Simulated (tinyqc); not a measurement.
Cell-based percolation model of oxide breakdown: effect of the thickness.

The oxide, of thickness n a, is cut into cubic cells. A cell is defective with the chance l = 1 - exp(-a^3 N), N = N1 (t/1 s)^al. A column of n defective cells breaks the oxide down, and the area holds M = A/a^2 independent columns: 1 - F = (1 - l^n)^M.

At F = 1 - 1/e: l_c = (1 - exp(-1/M))^(1/n), N_bd = -ln(1 - l_c)/a^3, t63 = (N_bd/N1)^(1/al). W = ln(-ln(1 - F)); for small l, W = ln M + n ln(a^3 N), so the Weibull slope is n al.

Parameters, values chosen for the exercise: edge of a cell a = 0.8 nm; area A = 0.05 um^2; exponent of defect growth al = 0.43; defect density after 1 s N1 = 4.8e17 cm^-3.

Effect of the thickness:

| n | l_c | N_bd (cm^-3) | t63 (s) | slope at t63 |
|---|---|---|---|---|
| 1 | 1.280e-5 | 2.500e16 | 0.001037 | 0.4300 |
| 2 | 0.003578 | 7.000e18 | 509.0 | 0.8585 |
| 3 | 0.02339 | 4.623e19 | 4.104e4 | 1.275 |
| 4 | 0.05981 | 1.205e20 | 3.806e5 | 1.668 |
| 5 | 0.1051 | 2.168e20 | 1.493e6 | 2.033 |
| 6 | 0.1529 | 3.242e20 | 3.805e6 | 2.372 |
| 7 | 0.2000 | 4.358e20 | 7.572e6 | 2.687 |
| 8 | 0.2446 | 5.478e20 | 1.289e7 | 2.980 |
| 9 | 0.2860 | 6.579e20 | 1.973e7 | 3.255 |

N_bd rises from 2.50e16 to 6.58e20 cm^-3 and the slope rises from 0.430 to 3.25, against n al = 0.430 to 3.87. A thin oxide needs few defects in a row, so it breaks at a lower density and with a wider spread; at n = 1 one defect suffices.

tinyqc, about 0.01 s, one thread, Intel Xeon 2.30GHz (shared host): `OMP_NUM_THREADS=1 python tinyqc.py 2070019 2070020 out.jsonl`
